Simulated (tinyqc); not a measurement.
Speed against selectivity over temperature: anisotropic wet etching of Si(100): plane rates, V-grooves, membranes and undercut. Computed by tinyqc, a small Python program. Command: `OMP_NUM_THREADS=1 python tinyqc.py 3012184 3012185 out.jsonl wetetch walk`. One thread of a shared host (Intel(R) Xeon(R) Processor @ 2.30GHz), about 0.01 s of CPU time with the checks.

A long slot opens the mask on a (100) wafer. The floor etches at R100; (111) walls stand at theta = arctan(sqrt2) = 54.7356 degrees to the surface and recede at R111 along their normal.

Inputs (values chosen for the exercise, close to those used for potassium hydroxide solutions):
```
quantity                            value     unit
prefactor k0 of the (100) rate    3.7e+08   um/min
activation energy of (100), E       0.591       eV
ratio (100)/(111) at 80 C             230        -
extra energy of (111), dE           0.067       eV
ratio (100)/oxide at 80 C             190        -
extra energy of the oxide, dE_ox     0.25       eV
misalignment of the mask                1  degrees
wafer thickness d                     525       um
membrane thickness wanted              25       um
```

Constants: k_B = 8.617333262e-05 eV/K.

Method:
- R100 = k0 exp(-E/(k_B T)); a ratio given at 80 C scales as exp[(extra energy/k_B)(1/T - 1/353.15 K)]; R111 and R_ox follow by division.
- Temperatures in kelvin are T(C) + 273.15.
- Each row etches to the depth d - membrane; undercut per side = (R111/sin(theta) + R100 sin(misalignment)) x time.

Etching to a fixed depth:
```
T (C)  R100 (um/min)  R100/R111  time (h)  undercut (um)  oxide consumed (nm)
30            0.0553     330.70    150.60         10.578                678.8
40            0.1140     304.69     73.12         10.736                921.5
50            0.2244     282.16     37.13         10.897               1227.4
60            0.4244     262.50     19.64         11.059               1607.1
70            0.7732     245.24     10.78         11.223               2071.3
80            1.3617     230.00      6.12         11.389               2631.6
90            2.3245     216.47      3.58         11.555               3299.6
100           3.8560     204.40      2.16         11.722               4087.3
```

What follows from these numbers?

From 30 to 100 C the time falls by a factor 69.7, while the oxide loss grows by 6.02 and the undercut by 1.11: the slower planes and the mask have the higher activation energies, so heat costs selectivity. Misalignment gives 8.73 um of the undercut at any T.
